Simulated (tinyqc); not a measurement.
Two-step dopant diffusion (predeposition and drive-in) with a constant diffusivity: one step, computed by the program tinyqc. Command: `OMP_NUM_THREADS=1 python tinyqc.py 3007083 3007084 out.jsonl dopdiff walk`. One thread of a shared host (Intel(R) Xeon(R) Processor @ 2.30GHz), about 0.07 s of CPU time with the checks.

Fick diffusion into a half space x > 0 whose background doping C_B is of the opposite type, so that a junction lies where C = C_B.

Problem. Exact junction depth. Exact two-step profile: C = (2 C_s/pi) int_0^alpha exp(-beta (1 + u^2))/(1 + u^2) du with alpha = sqrt(D1 t1/(Dt)2), beta = x^2/(4 (D1 t1 + (Dt)2)). The integral takes 48 Gauss-Legendre points; solve C(x) = C_B.

Inputs (values chosen for the exercise, modelled on antimony in silicon): surface concentration C_s = 2.2e+19 1/cm^3; background doping C_B = 2.5e+15 1/cm^3; predeposition temperature T1 = 850 C; drive-in temperature T2 = 1000 C.

product D1 t1 = 8.367216e-15 cm^2

drive-in budget (Dt)2 = 4.630613e-11 cm^2

Give: exact junction depth.

Solution.

exact junction depth = 0.2829 um
